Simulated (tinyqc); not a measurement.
## Inductance and parasitic capacitance from two readings

Problem. A loss-free coil L in parallel with C shows the apparent inductance L/(1 - w^2 L C), w = 2 pi f. Find L, C and the self-resonance 1/(2 pi sqrt(L C)).

apparent inductance at 2.5 and 5.1 GHz (nH): [8.5560497, 16.906329]

Answer. The inverse of the reading is 1/L - w^2 C, a straight line in w^2.

L = 7.40 nH
C = 74.0 fF
self-resonance = 6.80 GHz

tinyqc, about 0.01 s, one thread, Intel Xeon 2.30GHz (shared host): `OMP_NUM_THREADS=1 python tinyqc.py 2302175 2302176 out.jsonl`
